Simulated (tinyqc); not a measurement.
## Bulk resistivity and mean free path from two films

Question. In the thick-film limit single-crystal films obey rho = rho0 (1 + 3 (1 - ps) lam/(8 d)). Find rho0, lam and the product rho0 lam.

Parameters, values chosen for the exercise: specular share of surface scattering ps = 0.4.

rho at d = 82 and 330 nm (uohm cm): [1.8062189, 1.6737877]

Solution. rho is a straight line in 1/d: the intercept is rho0 and the slope (3/8)(1 - ps) rho0 lam. Without ps only the product (1 - ps) lam could be found.

rho0 = 1.63 uohm cm
lam = 39.4 nm
rho0 lam = 64.2 uohm cm nm

tinyqc, about 0.01 s, one thread, Intel Xeon 2.30GHz (shared host): `OMP_NUM_THREADS=1 python tinyqc.py 2100140 2100141 out.jsonl`
